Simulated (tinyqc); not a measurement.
Plane-wave Kohn-Sham cycle with exchange-only LDA in a layered model solid, step by step. One step of it, computed by the program tinyqc.

Task: Iteration 2: levels at that k. Diagonalise the Hermitian matrix.

H (hartree), order -3, -2, -1, +0, +1, +2, +3:
```
[[1.187434, -0.023308, 0.004756, 0.001264, 0.000143, -0.000023, 0.000003],
 [-0.023308, 0.441150, -0.023308, 0.004756, 0.001264, 0.000143, -0.000023],
 [0.004756, -0.023308, -0.006621, -0.023308, 0.004756, 0.001264, 0.000143],
 [0.001264, 0.004756, -0.023308, -0.155877, -0.023308, 0.004756, 0.001264],
 [0.000143, 0.001264, 0.004756, -0.023308, -0.006621, -0.023308, 0.004756],
 [-0.000023, 0.000143, 0.001264, 0.004756, -0.023308, 0.441150, -0.023308],
 [0.000003, -0.000023, 0.000143, 0.001264, 0.004756, -0.023308, 1.187434]]
```

Give: eigenvalues.

Result:

eigenvalues (hartree): [-0.163, -0.013, 0.004, 0.442, 0.442, 1.188, 1.188]
